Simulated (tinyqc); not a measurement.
# From curvature back to fraction x of B

Model: elastic strain and critical thickness of a cubic alloy layer A(1-x)B(x) on a thick substrate. Computed by tinyqc, a small Python program. Command: `OMP_NUM_THREADS=1 python tinyqc.py 3026805 3026806 out.jsonl misfit inv`. One thread of a shared host (Intel(R) Xeon(R) Processor @ 2.30GHz), about 0.02 s of CPU time with the checks.

Strain is positive in tension. The layer is coherent with the substrate unless said otherwise.

Inputs (values chosen for the exercise, for a model alloy):

| quantity | value | unit |
|---|---|---|
| lattice constant a_A | 5.869 | angstrom |
| lattice constant a_B | 6.058 | angstrom |
| substrate lattice constant a_S | 5.864 | angstrom |
| layer thickness h | 4.7 | nm |
| biaxial modulus of the substrate M_S | 92.7 | GPa |
| substrate thickness t_S | 625 | micrometre |
| wafer diameter W | 200 | mm |

Growth plane: (111).

C11, C12, C44 of A (GPa): 112.5  61.19  40.41

C11, C12, C44 of B (GPa): 86.98  43.68  40.08

Method:
- a = (1 - x) a_A + x a_B, the same rule for each C_ij; misfit f = (a_S - a)/a, the in-plane strain of the coherent layer.
- (111): D = 2 (C11 + 2 C12 - 2 C44)/(C11 + 2 C12 + 4 C44), M = 6 C44 (C11 + 2 C12)/(C11 + 2 C12 + 4 C44). The free surface carries no normal stress, so e_perp = -D f; dV/V = 2 f + e_perp; stress = M f; energy per area = M f^2 h (1 GPa nm = 1 J/m^2).
- Stoney: curvature = 6 |stress| h/(M_S t_S^2); radius = 1/curvature; bow = curvature W^2/8.

Task: A run gave the result below. Find the fraction x of B, known to lie between 0.46 and 0.67.

curvature = 0.001812106 1/m

Result:

Each step takes the trial c = (a f_b - b f_a)/(f_b - f_a), f being the result less the target and a, b, c the logarithms of the listed values; c replaces end b, the old b replaces a if the sign of f changed, and otherwise f_a is halved.

Scan of the range:

| fraction x of B | curvature (1/m) |
|---|---|
| 0.460 | 0.00163336 |
| 0.490 | 0.00172552 |
| 0.521 | 0.00181966 |
| 0.555 | 0.00192161 |
| 0.591 | 0.00202806 |
| 0.629 | 0.00213875 |
| 0.670 | 0.00225622 |

False position (Illinois rule, in the logarithm of the input) inside the bracket:

| step | end a | end b | trial | curvature (1/m) |
|---|---|---|---|---|
| 1 | 0.490000 | 0.521000 | 0.518443 | 0.00181193 |
| 2 | 0.521000 | 0.518443 | 0.518500 | 0.00181211 |
| 3 | 0.521000 | 0.518500 | 0.518500 | 0.00181211 |
| 4 | 0.518500 | 0.518500 | 0.518500 | 0.00181211 |

Curvature rises at every point of a 13-point scan of the range (every second point is shown), so one value fits; it is bracketed by 0.490 and 0.521. Answer: fraction x of B = 0.5185.

Caution: M_S is near the value for a (001) wafer; a (111) wafer is stiffer and bends less.
